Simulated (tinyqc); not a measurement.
Worked calculation: Pariser-Parr-Pople SCF with singles CI, for the molecule c1ccnc[cH+]c1 (SMILES; centres numbered as the heavy atoms are written). One step of it, computed by the program tinyqc.

Task: Singles CI, singlets. Over the 6 single excitations with the smallest orbital gaps: A = (e_a - e_i) delta + 2 (ia|jb) - (ij|ab), with (pq|rs) = sum c_mp c_mq gamma_mn c_nr c_ns. f = 2/3 w |mu|^2 in atomic units, mu = sqrt2 sum c_ia sum_m c_mi c_ma R_m.

orbital energies (eV): -18.760706  -16.136368  -14.849977  -7.177793  -6.212658  -2.709224  -2.167947

coefficients:
```
         MO1        MO2        MO3        MO4        MO5        MO6        MO7
1C  0.170281   0.555360  -0.253526  -0.370984  -0.419780   0.158275   0.509321
2C  0.226557   0.326939  -0.529309   0.419197  -0.196472  -0.407562  -0.425653
3C  0.382291  -0.047721  -0.394195   0.317565   0.534013   0.500707   0.243848
4N  0.739663  -0.406388  -0.000067  -0.414237   0.000019  -0.340815   0.000000
5C  0.382277  -0.047922   0.394169   0.317500  -0.534003   0.500782  -0.243826
6C  0.226512   0.326647   0.529482   0.419287   0.196389  -0.407607   0.425593
7C  0.170252   0.555214   0.253862  -0.370941   0.419864   0.158283  -0.509283
```

repulsion gamma_rs (eV), lower triangle:
```
           1C         2C         3C         4N         5C         6C         7C
1C  11.170000
2C   5.355766  11.170000
3C   3.777792   5.354344  11.170000
4N   3.227096   3.750498   5.300515  10.710000
5C   3.246817   3.246743   3.777312   5.301319  11.170000
6C   3.777792   3.247015   3.246720   3.750647   5.353928  11.170000
7C   5.355766   3.778308   3.247015   3.227023   3.777162   5.354344  11.170000
```

Centres (angstrom, eV; a flat drawing with bonds scaled to 1.40 angstrom):
```
centre          x          y  core charge z          W   gamma_rr
1C       1.613000   0.000000              1  10.110000  11.170000
2C       1.006000   1.261000              1  10.110000  11.170000
3C      -0.359000   1.573000              1  10.110000  11.170000
4N      -1.454000   0.700000              1  15.750000  10.710000
5C      -1.454000  -0.700000              1  10.110000  11.170000
6C      -0.359000  -1.573000              1  10.110000  11.170000
7C       1.006000  -1.261000              1  10.110000  11.170000
```

Give: singlet CI matrix; singlet excitation energies; oscillator strengths.

Result:

singlet CI matrix (eV), lower triangle:
```
         3>4      3>5      2>4      2>5      1>4     3>6
3>4   4.9028
3>5  -0.0001   5.6238
2>4   0.0003  -0.6350   5.9559
2>5   0.6793   0.0001   0.0000   6.5823
1>4   0.0000   0.0916  -0.0102  -0.0001   8.1615
3>6  -0.2226   0.0001  -0.0001   0.0523  -0.0002  8.7101
```

singlet excitation energies (eV): 4.6497  5.1320  6.4438  6.8223  8.1654  8.7232

oscillator strengths: 0.3195  0.0305  1.3017  0.8633  0.0458  0.0446
